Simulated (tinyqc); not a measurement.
Inside a calculation. Method: plane-wave Kohn-Sham cycle with exchange-only LDA in a layered model solid. One step of it, computed by the program tinyqc.

Problem. Iteration 1: potential. V_H(G) = 4 pi rho(G)/G^2 for G != 0 (uniform background); v_x = -(3 rho/pi)^(1/3); V = V_ext + V_H + v_x; Fourier components f(G_m) = (1/N) sum_j f(x_j) exp(-i G_m x_j).

A solid whose potential varies along x alone (atomic units):
```
parameter                      value
period a                    6.900000
cross-section of the cell   9.000000
electrons per cell                 4
grid points                       16
plane waves -n..n, n               2
k points                           4
V1 in V1 cos(2 pi x/a)     -0.630000
```

density at the start, on the grid x_j = j a/N (e/bohr^3): 0.06441224  0.06441224  0.06441224  0.06441224  0.06441224  0.06441224  0.06441224  0.06441224  0.06441224  0.06441224  0.06441224  0.06441224  0.06441224  0.06441224  0.06441224  0.06441224

Give: Potentials on the grid; V(G_m), m = 0, 1, 2, ....

Solution.

Potentials on the grid (hartree):
```
x       V_ext    V_H     v_x       V
0.000  -0.630  0.000  -0.395  -1.025
0.431  -0.582  0.000  -0.395  -0.977
0.863  -0.445  0.000  -0.395  -0.840
1.294  -0.241  0.000  -0.395  -0.636
1.725       0  0.000  -0.395  -0.395
2.156   0.241  0.000  -0.395  -0.154
2.587   0.445  0.000  -0.395   0.051
3.019   0.582  0.000  -0.395   0.187
3.450   0.630  0.000  -0.395   0.235
3.881   0.582  0.000  -0.395   0.187
4.312   0.445  0.000  -0.395   0.051
4.744   0.241  0.000  -0.395  -0.154
5.175       0  0.000  -0.395  -0.395
5.606  -0.241  0.000  -0.395  -0.636
6.037  -0.445  0.000  -0.395  -0.840
6.469  -0.582  0.000  -0.395  -0.977
```

V(G_m), m = 0, 1, 2, ... (hartree): -0.395  -0.315  0.000  0.000  0.000
